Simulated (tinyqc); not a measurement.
# Potential step from the flux

Problem. On one interval J = (q mu Vt/hx) [nb B(d) - na B(-d)], B(d) = d/(exp(d) - 1), d = (psi_b - psi_a)/Vt. Find psi_b - psi_a, and the step at which J would vanish.

Parameters, values chosen for the exercise: temperature T = 293 K; electron mobility mu = 29600 cm^2/(V s); density at the left node na = 3.8e15 cm^-3; density at the right node nb = 4.7e14 cm^-3; node spacing hx = 12 nm.

Constants: q = 1.602176634e-19 C, kB = 1.380649e-23 J/K, Vt = kB T/q. Results are converted to the units shown.

J = -1.1527553e6 A/cm^2

Solution. B(d) falls and B(-d) rises with d, so J falls steadily with the step and one value matches. J = 0 needs nb/na = exp(d), the Boltzmann ratio.

psi_b - psi_a = 0.07300 V
step for J = 0 = -0.05277 V

Numbers from tinyqc (`OMP_NUM_THREADS=1 python tinyqc.py 2220060 2220061 out.jsonl`; about 0.01 s on one thread of a shared Intel Xeon 2.30GHz).
